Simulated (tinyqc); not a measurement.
n-type polysilicon, carrier trapping at grain boundaries: effect of the temperature.

One-dimensional grains of size Lg, uniform ionised doping N, monovalent traps Qt at each boundary at a depth Et below (for electrons) or above (for holes) the band edge there, abrupt depletion of width W on each side of a boundary, Boltzmann statistics. xi is the distance from the band edge at the grain centre to the Fermi level. Trapped charge Qt/(1 + exp((xi + VB - Et)/Vt)) = 2 N W, barrier VB = q N W^2/(2 eps0 eps_r).

NB is given at 350 K and scales as (T/350 K)^1.5. If the trap equation with xi = Vt ln(NB/N) has a root W < Lg/2, the grain is partly depleted; otherwise W = Lg/2 and the trap equation gives xi = Et - VB + Vt ln(Qt/(N Lg) - 1). N* = Qt/Lg. n0 = NB exp(-xi/Vt); mean density n0 (1 - 2 W/Lg) by charge balance in a partly depleted grain, and n0 (sqrt(pi)/2) erf(u)/u with u = sqrt(VB/Vt) in a fully depleted one; v = sqrt(kB T/(2 pi ms m0)); barrier resistivity Vt exp(VB/Vt)/(q fe n0 v Lg); grain resistivity (1 - 2 W/Lg)/(q n0 mug); effective mobility 1/(q mean density total resistivity). Rows with xi above 0.45 V, towards mid-gap, are left out, since the other carrier type is ignored.

Inputs (values chosen for the exercise); values of the order met in polycrystalline silicon: relative permittivity eps_r = 11.7; conduction-band density of states at the reference temperature NB = 3.53e19 cm^-3; grain size Lg = 19 nm; trap density of a grain boundary Qt = 1.2e12 cm^-2; depth of the trap level from the majority band edge at the boundary Et = 0.43 eV; mass for thermionic emission ms = 0.37 m0; correction factor of the emission rate fe = 1; doping N = 2e17 cm^-3.

Constants: q = 1.602176634e-19 C, kB = 1.380649e-23 J/K, m0 = 9.1093837015e-31 kg, Vt = kB T/q, eps0 = 8.8541878128e-14 F/cm where lengths are in cm. Results are converted to the units shown.

The same in every row: N/N* = 0.31667; depleted share 2 W/Lg = 1.0000; VB (V) = 0.013958.

Result of one run:

| T (K) | xi (V) | mean density (cm^-3) | resistivity (ohm cm) | effective mobility (cm^2/(V s)) |
|---|---|---|---|---|
| 320 | 0.43725 | 3.4237e12 | 8207.5 | 222.12 |

What becomes of these results when the temperature T is changed from 320 to 200 K, all else the same?

Result of the changed run:

| T (K) | xi (V) | mean density (cm^-3) | resistivity (ohm cm) | effective mobility (cm^2/(V s)) |
|---|---|---|---|---|
| 200 | 0.42930 | 1.8202e8 | 1.5193e8 | 225.69 |

The whole series:

| T (K) | xi (V) | mean density (cm^-3) | resistivity (ohm cm) | effective mobility (cm^2/(V s)) |
|---|---|---|---|---|
| 200 | 0.42930 | 1.8202e8 | 1.5193e8 | 225.69 |
| 240 | 0.43195 | 1.3872e10 | 1.9795e6 | 227.29 |
| 280 | 0.43460 | 3.1799e11 | 87028 | 225.53 |
| 320 | 0.43725 | 3.4237e12 | 8207.5 | 222.12 |
| 360 | 0.43990 | 2.2203e13 | 1290.0 | 217.91 |
| 400 | 0.44255 | 1.0076e14 | 290.31 | 213.37 |
| 440 | 0.44520 | 3.5214e14 | 84.907 | 208.75 |

As T goes from 200 to 440, VB stays at 0.0140 V, the resistivity falls from 1.52e8 to 84.9 ohm cm and the effective mobility goes from 226 through a maximum of 227 (at T = 240 among the rows listed) to 209 cm^2/(V s). The activation energy kB ln(rho1/rho2)/(1/T1 - 1/T2) is 0.449 eV between the first two rows and 0.466 eV between the last two; mug is held fixed. In every row VB is below Vt, where abrupt depletion and thermionic emission are rough. For T = 200, 240, 280, 320, 360, 400 the effective mobility exceeds mug, since drift through the depleted part of the grain is left out.

Program tinyqc, `OMP_NUM_THREADS=1 python tinyqc.py 2830151 2830152 out.jsonl`; Intel Xeon 2.30GHz, shared host, one thread, about 0.01 s.
